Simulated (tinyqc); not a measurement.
# Worked calculation: MOSFET in the linear regime without short-channel effects, parameter extraction from computed curves

Computed by the program tinyqc: `OMP_NUM_THREADS=1 python tinyqc.py 2210088 2210089 out.jsonl`, one thread of a shared Intel Xeon 2.30GHz, about 0.01 s for the whole run. Printed values are rounded.

Inversion charge Q = Cox n Vt W0(exp((Vg - VT)/(n Vt))), W0 the Lambert function and n = nf; u = Q/Cox; mobility mu = mu0/(1 + th1 u + th2 u^2); channel resistance Rch = (L - dL)/(W mu Q); Id = Vd/(Rch + Rsd/W). Cox = eps0 eox/tox. Small Vd, no channel-length or drain effects.

Values chosen for this exercise; channel values of the order met in silicon transistors:

| symbol | value | unit | meaning |
|---|---|---|---|
| T | 77 | K | temperature |
| eox | 7.28 |  | relative permittivity of the gate insulator (close to silicon nitride) |
| tox | 4.1 | nm | insulator thickness |
| mu0 | 270 | cm^2/(V s) | low-field mobility |
| th1 | 0.33 | 1/V | first mobility attenuation factor |
| th2 | 0.04 | 1/V^2 | second mobility attenuation factor |
| VT | 0.66 | V | threshold voltage |
| nf | 1.24 |  | body factor |
| W | 10 | um | gate width |
| L | 0.55 | um | drawn gate length |
| dL | 0.018 | um | drawn less effective length |
| Rsd | 90 | ohm um | source plus drain resistance |
| Vd | 0.025 | V | drain voltage |

Constants: q = 1.602176634e-19 C, kB = 1.380649e-23 J/K, Vt = kB T/q, eps0 = 8.8541878128e-14 F/cm where lengths are in cm. Results are converted to the units shown.

## Transfer curve

```
point,Vg (V)
0,0.5
1,0.58
2,0.66
3,0.74
4,0.82
5,0.9
6,0.98
7,1.06
8,1.14
```

u, mu, Rch and Id as defined.

```
point,u (V),mu (cm^2/(V s)),Rch (ohm),Id (uA)
0,2.950592e-11,270.0000,4.247588e12,5.885693e-9
1,4.926872e-7,270.0000,2.543785e8,9.827873e-5
2,0.004666358,269.5846,26899.37,0.9290789
3,0.06322234,264.4406,2024.029,12.29692
4,0.1368675,258.1470,957.7404,25.86010
5,0.2132200,251.8231,630.2194,39.11020
6,0.2906705,245.6107,473.9878,51.76114
7,0.3687137,239.5500,383.1157,63.75668
8,0.4471272,233.6552,323.8984,75.09798
```

## Threshold and mobility at the peak transconductance

gm_i = (Id_(i+1) - Id_(i-1))/(Vg_(i+1) - Vg_(i-1)); at the point j of largest gm the tangent meets the axis at V_ext = Vg_j - Id_j/gm_j; field-effect mobility gm_j L/(W Cox Vd) with the drawn L.

```
point,gm (uS)
1,5.806743
2,76.85516
3,155.8189
4,167.5830
5,161.8815
6,154.0405
7,145.8552
```

j = 4
V_ext = 0.6656878 V
field-effect mobility = 234.5073 cm^2/(V s)

V_ext is 5.7 mV above the model VT, and the mobility so found is 16 % below mu0 L/(L - dL) = 279 cm^2/(V s), the value for the drawn L; attenuation, series resistance and the slow approach of Q to a straight line all lower the peak gm.

## The Y function

Y_i = Id_i/sqrt(gm_i). For Id = beta Vd x/(1 + th x), x = Vg - VT, Y = sqrt(beta Vd) x whatever th. Slope s from points 4 and 7; VT_Y = Vg - Y/s at point 7; beta = s^2/Vd; mobility beta L/(W Cox) with the drawn L; th* = (beta Vd x/Id - 1)/x at point 7.

```
point,Y (uA^0.5 V^0.5)
1,4.078432e-5
2,0.1059781
3,0.9851140
4,1.997630
5,3.073912
6,4.170483
7,5.279158
```

s = 13.67303 uA^0.5 V^-0.5
VT_Y = 0.6739000 V
beta = 7478.074 uA/V^2
mobility from Y = 261.6111 cm^2/(V s)
th* = 0.3422680 1/V

The mobility from Y is 6.3 % below mu0 L/(L - dL) = 279 cm^2/(V s), which it should reach in deep inversion when th2 = 0. th* compares with th1 + mu0 Cox Rsd/(L - dL) = 0.402 1/V, since series resistance enters like th1.
